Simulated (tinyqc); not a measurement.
A finite superlattice with mass mismatch, transfer matrices: transmission against energy.

One electron of energy E comes from the left lead (band edge 0); no transverse momentum. Parabolic bands, masses in units of m0, C = hbar^2/(2 m0); psi and psi'/m are continuous at every interface. N periods of a barrier d1 followed by a well Lw; the right lead equals the left one.

For the pair (psi, psi'/m) a flat layer has M = [[cos kd, (m/k) sin kd], [-(k/m) sin kd, cos kd]] with k = sqrt(m (E - U)/C) above its edge U, and M = [[cosh Kd, (m/K) sinh Kd], [(K/m) sinh Kd, cosh Kd]] with K = sqrt(m (U - E)/C) below it. The matrices are multiplied with later layers to the left. With M acting on (psi, psi'/m) and v = k/m in each lead, T(E) = 4 vL vR/[(vL vR M12 - M21)^2 + (vR M11 + vL M22)^2]. The last column is exp(-2 sum K d) over the layers with U > E.

Inputs (values chosen for the exercise); masses and offsets of a made-up heterostructure: mass in the left lead mL = 0.034 m0; barrier height U1 = 1.2 eV; barrier mass m1 = 0.14 m0; barrier width d1 = 0.3 nm; well width (edge 0, mass mL) Lw = 3.9 nm; number of periods N = 2.

Constants: q = 1.602176634e-19 C, hbar = 1.054571817e-34 J s, m0 = 9.1093837015e-31 kg, hbar^2/(2 m0) = 0.0380998212 eV nm^2. Results are converted to the units shown.

Transmission against energy:

| E (eV) | T(E) | exp(-2 sum K d) |
|---|---|---|
| 0.096 | 0.41963 | 0.089193 |
| 0.284 | 0.74075 | 0.11063 |
| 0.471 | 0.39999 | 0.14029 |
| 0.659 | 0.36087 | 0.18416 |
| 0.847 | 0.45646 | 0.25495 |
| 1.034 | 0.70635 | 0.39172 |
| 1.222 | 0.99065 | 1.0000 |
| 1.409 | 0.82611 | 1.0000 |
| 1.597 | 0.51860 | 1.0000 |
| 1.785 | 0.34801 | 1.0000 |
| 1.972 | 0.26941 | 1.0000 |
| 2.16 | 0.23806 | 1.0000 |

T(E) runs from 0.420 at 0.096 eV to 0.238 at 2.16 eV; among the rows its largest value is 0.991 at 1.222 eV. In every row a layer is thinner than 0.8 nm, a few atomic planes, where an effective mass is a rough description.

Range of the model: Masses are held fixed, although real bands cease to be parabolic a few tenths of an eV from their edges (inside a barrier too).

Computed by the program tinyqc: `OMP_NUM_THREADS=1 python tinyqc.py 2560112 2560113 out.jsonl`, one thread of a shared Intel Xeon 2.30GHz, about 0.01 s for the whole run.
